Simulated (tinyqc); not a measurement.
Cluster expansion of a binary alloy: correlations, fit, cross-validation and ground states: one step, computed by the program tinyqc.

s = +1 for A and -1 for B. Energy per site E = J0 + J1 P(point) + sum over clusters of m V P, with P the mean product of spins; V > 0 on a pair favours unlike neighbours. Clusters per site m: pair 1 6, pair 2 3, pair 3 12, triplet 8; the triplet is the triangle of first neighbours. Formation energies are counted from the line between pure A and pure B, which removes J0 and J1.

Problem. Normal equations for V1, V2, Vt. Leave out pair 3: A = X^T X and b = X^T E (E being the data with noise) over these three columns; solve A V = b. The root-mean-square error runs over the structures between the pure ends.

Lattice: fcc.

X, rows A, A3B L1_2, A3B D0_22, A3B (001) layers, A2B (001) layers, AB L1_0, AB L1_1, A2B2 (001) layers, AB2 (001) layers, AB3 L1_2, AB3 D0_22, AB3 (001) layers, B, columns pair 1, pair 2, pair 3, triplet:
$$\begin{pmatrix}
0.00000 & 0.00000 & 0.00000 & 0.00000 \\
-6.00000 & 0.00000 & -12.00000 & -8.00000 \\
-6.00000 & -1.00000 & -8.00000 & -8.00000 \\
-4.00000 & -1.00000 & -12.00000 & 0.00000 \\
-5.33333 & -1.33333 & -16.00000 & 0.00000 \\
-8.00000 & 0.00000 & -16.00000 & 0.00000 \\
-6.00000 & -6.00000 & -12.00000 & 0.00000 \\
-4.00000 & -2.00000 & -16.00000 & 0.00000 \\
-5.33333 & -1.33333 & -16.00000 & 0.00000 \\
-6.00000 & 0.00000 & -12.00000 & 8.00000 \\
-6.00000 & -1.00000 & -8.00000 & 8.00000 \\
-4.00000 & -1.00000 & -12.00000 & 0.00000 \\
0.00000 & 0.00000 & 0.00000 & 0.00000
\end{pmatrix}$$

data (meV/site): A 0.0000, A3B L1_2 -131.8399, A3B D0_22 -120.7001, A3B (001) layers -92.0278, A2B (001) layers -123.5140, AB L1_0 -170.4625, AB L1_1 -118.1746, A2B2 (001) layers -99.6475, AB2 (001) layers -123.2870, AB3 L1_2 -123.4307, AB3 D0_22 -113.6633, AB3 (001) layers -92.2313, B 0.0000

Give: matrix A; b; fitted V1, V2, Vt; root-mean-square error of the three-cluster fit.

Solution.

matrix A, rows V1, V2, Vt:
$$\begin{pmatrix}
348.9 & 78.2 & 0.0 \\
78.2 & 47.6 & 0.0 \\
0.0 & 0.0 & 256.0
\end{pmatrix}$$

b (meV): [7462, 1656, 124]

fitted V1, V2, Vt (meV): [21.52, -0.57, 0.48]

root-mean-square error of the three-cluster fit = 8.545 meV/site
